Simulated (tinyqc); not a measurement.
From results back to parameters: Bethe-Salpeter matrix of a two-band chain (Tamm-Dancoff form). Three cases, with inputs chosen for the exercise.

Problem. Free pairs form the band Eg + 2t (1 - cos k). An infinite chain with attraction U in the same cell only has a bound pair with binding Eb = S - 2t and weight f = U/S at R = 0, where S = sqrt(4 t^2 + U^2). Both were computed from hidden U and t.

Find: S; U; t.

Method. 2t = S sqrt(1 - f^2), so S = Eb/(1 - sqrt(1 - f^2)) and U = f S.

Case 1.

Eb = 0.051877 eV
f = 0.232573

Solution.

S = 1.892 eV
U = 0.44 eV
t = 0.92 eV

Case 2.

Eb = 0.172379 eV
f = 0.308574

Solution.

S = 3.532 eV
U = 1.09 eV
t = 1.68 eV

Case 3.

Eb = 0.307742 eV
f = 0.640184

Solution.

S = 1.328 eV
U = 0.85 eV
t = 0.51 eV

Computed by tinyqc, one run a case: `OMP_NUM_THREADS=1 python tinyqc.py N N+1 out.jsonl` with N = 1280264, 1280433, 1280472; one thread of a shared Intel(R) Xeon(R) Processor @ 2.30GHz, about 0.1 s a run at most.
